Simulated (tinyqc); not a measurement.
# Changing the crack length L

Model: wafer bonding and layer transfer: bond energy, gap closing, particles, bonding of dissimilar wafers and hydrogen blisters. Computed by tinyqc, a small Python program. Command: `OMP_NUM_THREADS=1 python tinyqc.py 3028341 3028342 out.jsonl bond sweep`. One thread of a shared host (Intel(R) Xeon(R) Processor @ 2.30GHz), about 0.01 s of CPU time with the checks.

gamma is the energy per area of each of the two surfaces; plates are isotropic.

Inputs (values chosen for the exercise, for model wafers):
```
quantity,value,unit
Young's modulus E1,156,GPa
Young's modulus E2,368,GPa
Poisson ratio nu,0.27,-
thickness t1,775,micrometre
thickness t2,625,micrometre
blade thickness t_b,50,micrometre
particle radius h,0.24,micrometre
radius of a shallow gap R,0.035,mm
half height of the gap h_g,11,nm
```

Pair: two different wafers.

Method:
- Two cantilevers opened by t_b: gamma = 3 t_b^2 E1 t1^3 E2 t2^3/(16 L^4 (E1 t1^3 + E2 t2^3)).
- E' = E1/(1 - nu^2), equal wafers of thickness t1 assumed. A gap of radius R closes if h_g < h_c: h_c = R^2/sqrt((2/3) E' t1^3/gamma) for R > 2 t1 (plate bending), h_c = 3.6 sqrt(R gamma/E') for R < 2 t1 (local deformation).
- E' = E1/(1 - nu^2), equal wafers assumed. Void radius in the plate regime: R_v = [(2/3) E' t1^3/gamma]^(1/4) h^(1/2). Below h_crit = 5 sqrt(t1 gamma/E') the wafers deform locally and R_v is of the order of h (taken as h).

One run for each value:
```
crack length L (mm),bond energy gamma (J/m^2),void radius (micrometre),closable height h_c (nm)
12,0.90780,2.4000e-01,49.469
14,0.49001,1.5740e+03,36.344
17,0.22538,1.9113e+03,24.649
19,0.14444,2.1362e+03,19.733
23,0.06727,2.5859e+03,13.466
26,0.04119,2.9232e+03,10.538
30,0.02324,3.3729e+03,7.915
```

Describe and explain the trends.

Over the rows, bond energy gamma (J/m^2) falls from 0.908 to 0.0232 (exponent d ln y / d ln x about -4.0 throughout); void radius (micrometre) rises from 0.240 to 3370 (exponent d ln y / d ln x 57 between the first rows and 1.0 between the last); closable height h_c (nm) falls from 49.5 to 7.92 (exponent d ln y / d ln x about -2.0 throughout). The exponent of bond energy gamma stays at -4: beam compliance goes as L^3.  Left out: 35.0 (bond energy out of the physical range).
